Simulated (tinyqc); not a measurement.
One-dimensional ballistic tunnel FET, two-band WKB: one step of the calculation.

A p-type source for x < 0 with its Fermi level at 0 and its valence edge at ds; in the channel the bands fall as D exp(-x/lam) towards their flat values, with the conduction edge at Ec = ds - dP and D = dP + Eg. The gate moves dP one to one. The drain Fermi level lies at -Vd and the drain side reflects nothing. For w = E - Ec between 0 and dP an electron crosses the gap. Two-band dispersion with equal masses m: inside the gap kappa = sqrt(m u (1 - u/Eg)/C), u the distance from a band edge, C = hbar^2/(2 m0).

Problem. Current on a coarse grid. S(w) = 2 lam int_0^Eg kappa(u) du/(w + Eg - u) = 2 pi lam sqrt(m/(C Eg)) [w + Eg/2 - sqrt(w (w + Eg))], T(w) = exp(-S). I = g (2 q^2/h) int_0^dP T(w) [f(E) - f(E + Vd)] dw, E = ds - dP + w, f(x) = 1/(1 + exp(x/Vt)). Simpson's rule on nE equally spaced points.

Parameters, values chosen for the exercise; band and dielectric values close to those of germanium: temperature T = 300 K; band gap Eg = 0.667 eV; band-edge mass of the two-band model m = 0.052 m0; screening length of the source junction lam = 1.8 nm; source valence edge above the source Fermi level ds = 0.02 eV; drain bias Vd = 0.5 V; number of degenerate subbands (spin apart) g = 1; tunnelling window Ev(source) - Ec(channel) dP = 0.2 eV; points of the energy grid nE = 9.

Constants: q = 1.602176634e-19 C, kB = 1.380649e-23 J/K, hbar = 1.054571817e-34 J s, h = 6.62607015e-34 J s, m0 = 9.1093837015e-31 kg, Vt = kB T/q, hbar^2/(2 m0) = 0.0380998212 eV nm^2. Results are converted to the units shown.

Wanted: w; T(w); difference of the f; I.

Solution.

```
point   w (eV)       T(w)  difference of the f
0      0.00000  0.0045373              0.99905
1      0.02500   0.025426              0.99752
2      0.05000   0.043233              0.99349
3      0.07500   0.061279              0.98307
4      0.10000   0.079442              0.95667
5      0.12500   0.097554              0.89355
6      0.15000    0.11548              0.76141
7      0.17500    0.13313              0.54820
8      0.20000    0.15043              0.31569
```

I = 0.93546 uA

Range of the model: The two-band model describes a direct gap; phonon-assisted tunnelling across an indirect gap is left out. Where S is below about 2 the WKB prefactor of 1 is a rough guess.

tinyqc, about 0.01 s, one thread, Intel Xeon 2.30GHz (shared host): `OMP_NUM_THREADS=1 python tinyqc.py 2620037 2620038 out.jsonl`
